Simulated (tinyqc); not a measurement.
## Frequency dispersion of an accumulation capacitance by border traps, distributed model: effect of the decay constant of the wave function in the insulator

Traps spread evenly through the insulator exchange electrons with the semiconductor by tunnelling, with tau(x) = t0 exp(2 ka x) at depth x from the interface. The admittance per area Y seen at depth x obeys dY/dx = -Y^2/(i w eps0 eox) + q Nb ln(1 + i w tau)/tau, with Y(0) = i w Cs and w = 2 pi f; the gate sees Y(tox) = G + i w C. Working variable y = Y/(i w), in uF/cm^2. Cox = eps0 eox/tox.

Cox; trap-free value 1/(1/Cox + 1/Cs); response depth d = ln(1/(w t0))/(2 ka), where w tau = 1; lumped estimate: all traps within d act as C_bt = q Nb d placed at d/2, so C = 1/{1/[1/(1/Cs + d/(2 eps0 eox)) + C_bt] + (tox - d/2)/(eps0 eox)}. C and G from a fine integration; dispersion -d C/d log10 f over C, from f times and over 1.1. For a broad spread of time constants G/w is close to -(pi/2) dC/d ln w.

Parameters, values chosen for the exercise; permittivity close to that of hafnium oxide: relative permittivity of the insulator eox = 19.4; insulator thickness tox = 7.6 nm; semiconductor capacitance in accumulation Cs = 0.55 uF/cm^2; density of border traps Nb = 7.2e19 cm^-3 eV^-1; time constant of a trap at the interface t0 = 1e-10 s; frequency f = 1e5 Hz.

Constants: q = 1.602176634e-19 C, eps0 = 8.8541878128e-14 F/cm where lengths are in cm. Results are converted to the units shown.

The same in every row: trap-free C (uF/cm^2) = 0.4424.

Effect of the decay constant of the wave function in the insulator:
```
ka (1/nm)  d (nm)  C (uF/cm^2)  G/w (uF/cm^2)  dispersion (% a decade)  -(pi/2) dC/d ln w (uF/cm^2)  lumped C (uF/cm^2)
2.5         1.935        1.441         0.1078                    10.90                       0.1071               1.337
3.2         1.512        1.273        0.08971                    10.28                      0.08926               1.195
3.9         1.240        1.158        0.07858                    9.904                      0.07825               1.094
4.6         1.052        1.073        0.07065                    9.614                      0.07040               1.018
5.3        0.9127        1.008        0.06451                    9.357                      0.06432              0.9589
6          0.8063       0.9548        0.05953                    9.116                      0.05937              0.9109
6.7        0.7220       0.9113        0.05535                    8.884                      0.05523              0.8712
7.4        0.6537       0.8748        0.05178                    8.659                      0.05167              0.8378
```

As ka goes from 2.5 to 7.4, C falls from 1.44 to 0.875 uF/cm^2, the dispersion falls from 10.9 to 8.66 % a decade and G/w falls from 0.108 to 0.0518 uF/cm^2. The lumped estimate is 7.2 % below C in the first row and 4.2 % below it in the last.

Program tinyqc, `OMP_NUM_THREADS=1 python tinyqc.py 2202227 2202228 out.jsonl`; Intel Xeon 2.30GHz, shared host, one thread, about 0.5 s.
